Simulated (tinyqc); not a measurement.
Scattering of inversion-layer electrons by surface optical phonons of the gate insulator (remote phonon scattering): one step, computed by the program tinyqc. Command: `OMP_NUM_THREADS=1 python tinyqc.py 3112105 3112106 out.jsonl sophonon walk`. One thread of a shared host (Intel(R) Xeon(R) Processor @ 2.30GHz), about 0.01 s of CPU time with the checks.

One subband with the Fang-Howard envelope; insulator and channel are half-spaces, the gate is far away, and an interlayer only moves the polar surface away by t (its own modes and its permittivity contrast are left out).

Problem. Surface modes and strengths. eps(w) = eps_inf + (eps_0s - eps_i) w1^2/(w1^2 - w^2) + (eps_i - eps_inf) w2^2/(w2^2 - w^2). Surface modes solve eps(w) + eps_s = 0, a quadratic in w^2; the strength of a mode is g = 2/(w d eps/dw). Occupation N = 1/(exp(hbar w/(k_B T)) - 1).

Inputs (values chosen for the exercise, modelled on HfO2 on silicon):
```
quantity,value,unit
static constant of the insulator eps_0s,21.4,-
intermediate constant eps_i,6.69,-
optical constant eps_inf,5.07,-
hbar omega_TO1,12.5,meV
hbar omega_TO2,48.6,meV
constant of the channel eps_s,11.7,-
temperature T,300,K
```

Constants: k_B = 8.617333262e-05 eV/K.

Give: hbar omega_SO; strengths g; occupations N; hbar omega g (2 N + 1).

Solution.

hbar omega_SO (meV): 1 16.73, 2 51.03

strengths g: 1 0.02359, 2 0.00583

occupations N: 1 1.099, 2 0.161

hbar omega g (2 N + 1) (meV): 1 1.262, 2 0.393

The lower mode has the larger hbar omega g N, the prefactor of absorption before the dependence on q: 0.434 and 0.0480 meV.
